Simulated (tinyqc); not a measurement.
Worked calculation: empirical pseudopotential in a few plane waves. One step of it, computed by the program tinyqc.

Task: Bloch Hamiltonian at k. Basis: the 15 shortest G (labels in 2 pi/a), the same at every k. H(G,G') = c |k + G|^2 delta + VS(|G-G'|^2) cos((G-G').tau) + i VA sin((G-G').tau), tau = a/8 (1,1,1); 1 Ry = 13.605693 eV.

Parameters chosen for this model: fcc lattice, atoms at +/- a/8 (1,1,1); form factors in rydberg at |G|^2 in units of (2 pi/a)^2:
```
parameter                 value      unit
a                      6.080000  angstrom
VS(3)                 -0.193000        Ry
VS(8)                  0.004000        Ry
VS(11)                 0.036000        Ry
VA(3)                         0        Ry
VA(4)                         0        Ry
VA(11)                        0        Ry
hbar^2/2m (2 pi/a)^2   4.068886        eV
```

k point k (2 pi / a): 0.430000  0.460000  0.320000

Give: H(k) at k.

Result:

H(k) at k (eV):
```
         +0+0+0   -1-1-1   -1-1+1   -1+1-1   -1+1+1   +1-1-1   +1-1+1   +1+1-1
+0+0+0   2.0300   1.8568  -1.8568  -1.8568  -1.8568  -1.8568  -1.8568  -1.8568
-1-1-1   1.8568   4.3899   0.0000   0.0000  -0.0544   0.0000  -0.0544  -0.0544
-1-1+1  -1.8568   0.0000   9.5981   0.0544   0.0000   0.0544   0.0000   0.0000
-1+1-1  -1.8568   0.0000   0.0544  11.8767   0.0000   0.0544   0.0000   0.0000
-1+1+1  -1.8568  -0.0544   0.0000   0.0000  17.0848   0.0000   0.0544   0.0544
+1-1-1  -1.8568   0.0000   0.0544   0.0544   0.0000  11.3884   0.0000   0.0000
+1-1+1  -1.8568  -0.0544   0.0000   0.0000   0.0544   0.0000  16.5966   0.0544
+1+1-1  -1.8568  -0.0544   0.0000   0.0000   0.0544   0.0000   0.0544  18.8752
+1+1+1   1.8568   0.0000  -0.0544  -0.0544   0.0000  -0.0544   0.0000   0.0000
-2+0+0   0.0000  -1.8568  -1.8568  -1.8568   1.8568   0.3463  -0.3463  -0.3463
+0-2+0   0.0000  -1.8568  -1.8568   0.3463  -0.3463  -1.8568   1.8568  -0.3463
+0+0-2   0.0000  -1.8568   0.3463  -1.8568  -0.3463  -1.8568  -0.3463   1.8568
+0+0+2   0.0000  -0.3463   1.8568  -0.3463  -1.8568  -0.3463  -1.8568   0.3463
+0+2+0   0.0000  -0.3463  -0.3463   1.8568  -1.8568  -0.3463   0.3463  -1.8568
+2+0+0   0.0000  -0.3463  -0.3463  -0.3463   0.3463   1.8568  -1.8568  -1.8568

         +1+1+1   -2+0+0   +0-2+0   +0+0-2   +0+0+2   +0+2+0   +2+0+0
+0+0+0   1.8568   0.0000   0.0000   0.0000   0.0000   0.0000   0.0000
-1-1-1   0.0000  -1.8568  -1.8568  -1.8568  -0.3463  -0.3463  -0.3463
-1-1+1  -0.0544  -1.8568  -1.8568   0.3463   1.8568  -0.3463  -0.3463
-1+1-1  -0.0544  -1.8568   0.3463  -1.8568  -0.3463   1.8568  -0.3463
-1+1+1   0.0000   1.8568  -0.3463  -0.3463  -1.8568  -1.8568   0.3463
+1-1-1  -0.0544   0.3463  -1.8568  -1.8568  -0.3463  -0.3463   1.8568
+1-1+1   0.0000  -0.3463   1.8568  -0.3463  -1.8568   0.3463  -1.8568
+1+1-1   0.0000  -0.3463  -0.3463   1.8568   0.3463  -1.8568  -1.8568
+1+1+1  24.0833  -0.3463  -0.3463  -0.3463  -1.8568  -1.8568  -1.8568
-2+0+0  -0.3463  11.3070   0.0544   0.0544  -0.0544  -0.0544   0.0000
+0-2+0  -0.3463   0.0544  10.8188   0.0544  -0.0544   0.0000  -0.0544
+0+0-2  -0.3463   0.0544   0.0544  13.0973   0.0000  -0.0544  -0.0544
+0+0+2  -1.8568  -0.0544  -0.0544   0.0000  23.5137   0.0544   0.0544
+0+2+0  -1.8568  -0.0544   0.0000  -0.0544   0.0544  25.7923   0.0544
+2+0+0  -1.8568   0.0000  -0.0544  -0.0544   0.0544   0.0544  25.3040
```
